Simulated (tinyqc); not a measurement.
# Worked calculation: bandgap voltage reference from two bipolar transistors

tinyqc, about 0.02 s, one thread, Intel Xeon 2.30GHz (shared host): `OMP_NUM_THREADS=1 python tinyqc.py 2062088 2062089 out.jsonl` Printed values are rounded.

Two transistors of area 1 and N carry the same current I. Is(T) = Is (T/T0)^eta exp[(Vg0 q/kB)(1/T0 - 1/T)], VBE1 = Vt ln(I/Is(T)) + I rb, VBE2 = Vt ln(I/(N Is(T))) + I rb/N. The amplifier forces I R1(T) = VBE1 - VBE2 + Vos, with R(T) = R (1 + tc (T - T0)) for both resistors, and the output is Vref = VBE1 + I R2(T). Base currents and the Early effect are neglected.

Values chosen for this exercise; values of the order met in silicon bipolar transistors: reference temperature T0 = 300 K; band-gap voltage extrapolated to 0 K Vg0 = 1.193 V; temperature exponent of the saturation current eta = 3.7; saturation current of the unit transistor at T0 Is = 1.2e-18 A; area ratio of the second transistor N = 15; resistor across which the difference of VBE falls, at T0 R1 = 4.4 kohm; temperature coefficient of both resistors tc = 300 ppm/K; offset of the amplifier Vos = 2.5 mV; series resistance of the unit transistor rb = 83 ohm; output resistor at T0 R2 = 30.73 kohm; temperature T = 333 K.

Constants: q = 1.602176634e-19 C, kB = 1.380649e-23 J/K. Results are converted to the units shown.

## Operating point at the reference temperature

Vt = kB T/q; I = (Vt ln N + Vos)/(R1(T) - rb (1 - 1/N)). Evaluate at T = T0.

Vt = 0.0258520 V
I = 16.7745 uA
Is(T) = 1.2e-18 A
VBE1 = 0.783895 V
I R2 = 0.515482 V
Vref = 1.29938 V

## Operating point at another temperature

Vt = kB T/q; I = (Vt ln N + Vos)/(R1(T) - rb (1 - 1/N)).

Vt = 0.0286957 V
I = 18.3710 uA
Is(T) = 1.70991e-16 A
VBE1 = 0.730401 V
I R2 = 0.570129 V
Vref = 1.30053 V

From T0 to T, VBE1 changes by -53.5 mV and I R2 by 54.6 mV, which leaves 1.15 mV in Vref.

## Resistor for zero slope at T0, ideal case

With tc = 0, Vos = 0 and rb = 0 the current is proportional to T, dVBE/dT = (VBE - Vg0 - (eta - 1) Vt)/T, and Vref has zero slope at T0 when Vref = Vg0 + (eta - 1) Vt0. Find VBE1, its slope, that Vref, R2/R1 and the curvature d2Vref/dT2 = -(eta - 1) kB/(q T0).

VBE1 = 0.781137 V
dVBE/dT = -1.60555 mV/K
Vref = 1.26280 V
R2/R1 = 6.88008
curvature = -0.775560 uV/K^2
